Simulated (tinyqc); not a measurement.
# Ballistic conductance of a hard-wall wire of circular section by counting modes: thermal smearing

Subband edges E_(l,s) = C (j_(l,s)/a)^2/m with j_(l,s) the s-th zero of the Bessel function J_l; levels with l > 0 count twice; C = hbar^2/(2 m0). Every mode transmits fully; spin gives the factor 2 in 2 q^2/h, valleys the factor gv.

G = (2 q^2/h) gv M; at zero temperature M counts the edges below Ef, at T it is the sum of degeneracy times f. The smooth (Sharvin) count is kF^2 A/(4 pi), kF = sqrt(m Ef/C), A = pi a^2, perimeter p = 2 pi a, and with the boundary term kF^2 A/(4 pi) - kF p/(4 pi). f = 1/(1 + exp((E_n - Ef)/Vt)).

Parameters, values chosen for the exercise:
```
symbol,value,unit,meaning
m,0.19,m0,mass
gv,1,,valleys
Ef,0.31,eV,Fermi energy above the bulk band edge
a,4.2,nm,radius
```

Constants: q = 1.602176634e-19 C, kB = 1.380649e-23 J/K, hbar = 1.054571817e-34 J s, h = 6.62607015e-34 J s, m0 = 9.1093837015e-31 kg, Vt = kB T/q, hbar^2/(2 m0) = 0.0380998212 eV nm^2. Results are converted to the units shown.

Result of one run:
```
T (K)  kB T (meV)  M at T  G (uS)
150         12.93   4.431   343.3
```

What becomes of these results when the temperature T is changed from 150 to 2 K, all else the same?

Result of the changed run:
```
T (K)  kB T (meV)  M at T  G (uS)
2          0.1723   5.000   387.4
```

The whole series:
```
T (K)  kB T (meV)  M at T  G (uS)
2          0.1723   5.000   387.4
10         0.8617   5.000   387.4
30          2.585   4.962   384.4
77          6.635   4.649   360.2
150         12.93   4.431   343.3
220         18.96   4.390   340.1
300         25.85   4.389   340.0
400         34.47   4.398   340.8
```

M at T goes from 5.00 through a minimum of 4.39 (at T = 300 K among the rows listed) to 4.40; the integer count is 5. The edge nearest to Ef lies 10.2 meV from it, and M stays within 0.01 of the integer up to 10 K among the rows. In every row Ef exceeds 0.3 eV, where real bands are no longer parabolic.

Computed by the program tinyqc: `OMP_NUM_THREADS=1 python tinyqc.py 2740031 2740032 out.jsonl`, one thread of a shared Intel Xeon 2.30GHz, about 0.04 s for the whole run.
